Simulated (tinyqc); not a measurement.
Rectangular fin or nanosheet with a gate all round, subbands and threshold shift from confinement: one step of the calculation.

Undoped body with a flat potential across it, hard walls, transport along x. Three valley pairs (g = 2 each) with the longitudinal mass along x, y or z. Non-parabolicity enters the subband edges through E (1 + al E) = gamma, so E = 2 gamma/(1 + sqrt(1 + 4 al gamma)); motion within a subband is taken as parabolic with the band-edge mass. Energies are counted from the bulk band edge.

Problem. Threshold shift. Each subband has N_k = g sqrt(2 mx m0 kB T/(pi hbar^2)); without degeneracy n = exp(EF/Vt) sum N_k exp(-E_k/Vt). Classical value Nc times t H, Nc = sum over valleys of 2 g (m m0 kB T/(2 pi hbar^2))^1.5 with m = (mx my mz)^(1/3). Threshold shift dVT = Vt ln(classical value/sum N_k exp(-E_k/Vt)). Use the subbands listed.

Parameters, values chosen for the exercise; masses close to those of silicon: temperature T = 300 K; longitudinal mass ml = 0.932 m0; transverse mass mt = 0.192 m0; width (along y) t = 5.1 nm; height (along z) H = 7.6 nm.

Constants: q = 1.602176634e-19 C, kB = 1.380649e-23 J/K, hbar = 1.054571817e-34 J s, m0 = 9.1093837015e-31 kg, Vt = kB T/q. Results are converted to the units shown.

E_k, subband y1,1 to z1,3 (eV): [0.045217313, 0.073628358, 0.086726144, 0.093022646, 0.098544630, 0.12534646]
N_k, subband y1,1 to z1,3 (cm^-1): [4.0727831e6, 4.0727831e6, 4.0727831e6, 4.0727831e6, 8.9732263e6, 4.0727831e6]

Wanted: shares; sum N_k exp(-E_k/Vt); Nc; classical value; dVT.

Solution.

shares, subband y1,1 to z1,3 (%): [49.59, 16.52, 9.96, 7.80, 13.89, 2.24]
sum N_k exp(-E_k/Vt) = 1.428e6 cm^-1
Nc = 2.791e19 cm^-3
classical value = 1.082e7 cm^-1
dVT = 52.34 mV

Program tinyqc, `OMP_NUM_THREADS=1 python tinyqc.py 2350082 2350083 out.jsonl`; Intel Xeon 2.30GHz, shared host, one thread, about 0.2 s.
